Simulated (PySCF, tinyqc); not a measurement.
CID on RHF in the sto-3g basis, frozen core, for BeH+, spin multiplicity 1, step by step. The lowest restricted solution is unstable here: a spin-polarised one lies 0.0001 hartree lower (PySCF). One step of it, computed by the program tinyqc.

Problem. CID: determinants and Hamiltonian. Slater-Condon rules over spin orbitals, with the nuclear repulsion and the energy of the frozen orbital added and E(HF) subtracted on the diagonal. Only determinants linked to the reference directly or through others are kept (one block of an abelian symmetry group), so some states are absent.

one-electron integrals dressed by the frozen orbital, h + 2 (pq|11) - (p1|1q) (hartree), order 2, 3, 4, 5, 6:
```
[[-1.152143, 0.067360, 0.000000, 0.000000, -0.031372],
 [0.067360, -0.849483, 0.000000, 0.000000, 0.060497],
 [0.000000, 0.000000, -0.792556, 0.000000, 0.000000],
 [0.000000, 0.000000, 0.000000, -0.792556, 0.000000],
 [-0.031372, 0.060497, 0.000000, 0.000000, -0.682223]]
```

energy of the frozen orbital, 2 h_11 + (11|11) = -14.07182751 hartree

Two-electron integrals over orbitals (pq|rs), unique and non-zero (hartree); the lowest 1 orbital is frozen and left out:
```
(22|22) 0.478595    (32|22) -0.067360   (32|32) 0.052381    (33|22) 0.323157
(33|32) 0.033650    (33|33) 0.441720    (42|42) 0.044461    (43|42) 0.033359
(43|43) 0.049736    (44|22) 0.353545    (44|32) 0.032725    (44|33) 0.389319
(44|44) 0.449859    (52|52) 0.044461    (53|52) 0.033359    (53|53) 0.049736
(54|54) 0.024249    (55|22) 0.353545    (55|32) 0.032725    (55|33) 0.389319
(55|44) 0.401360    (55|55) 0.449859    (62|22) 0.031372    (62|32) -0.052651
(62|33) -0.017797   (62|44) -0.066479   (62|55) -0.066479   (62|62) 0.120326
(63|22) -0.056574   (63|32) 0.047363    (63|33) 0.054720    (63|44) 0.029945
(63|55) 0.029945    (63|62) -0.056958   (63|63) 0.063908    (64|42) -0.027142
(64|43) -0.010034   (64|64) 0.023513    (65|52) -0.027142   (65|53) -0.010034
(65|65) 0.023513    (66|22) 0.483341    (66|32) -0.070427   (66|33) 0.350366
(66|44) 0.356749    (66|55) 0.356749    (66|62) 0.060811    (66|63) -0.060289
(66|66) 0.522642
```

nuclear repulsion = 1.26446167 hartree

Hartree-Fock energy = -14.63305738 hartree

Give: determinants; H - E(HF) between determinants.

Solution.

Occupation strings over the orbitals (2 doubly, a alpha, b beta, 0 empty; spin orbitals ordered 1a 1b 2a 2b ...): 220000 202000 20a00b 200200 200020 20b00a 200002

H - E(HF) between determinants (hartree), order 220000, 202000, 20a00b, 200200, 200020, 20b00a, 200002:
```
[[0.0000, 0.0524, -0.0527, 0.0445, 0.0445, 0.0527, 0.1203],
 [0.0524, 0.5684, 0.1152, 0.0497, 0.0497, -0.1152, 0.0639],
 [-0.0527, 0.1152, 0.6444, -0.0100, -0.0100, -0.0639, 0.0002],
 [0.0445, 0.0497, -0.0100, 0.6904, 0.0242, 0.0100, 0.0235],
 [0.0445, 0.0497, -0.0100, 0.0242, 0.6904, 0.0100, 0.0235],
 [0.0527, -0.1152, -0.0639, 0.0100, 0.0100, 0.6444, -0.0002],
 [0.1203, 0.0639, 0.0002, 0.0235, 0.0235, -0.0002, 0.9839]]
```
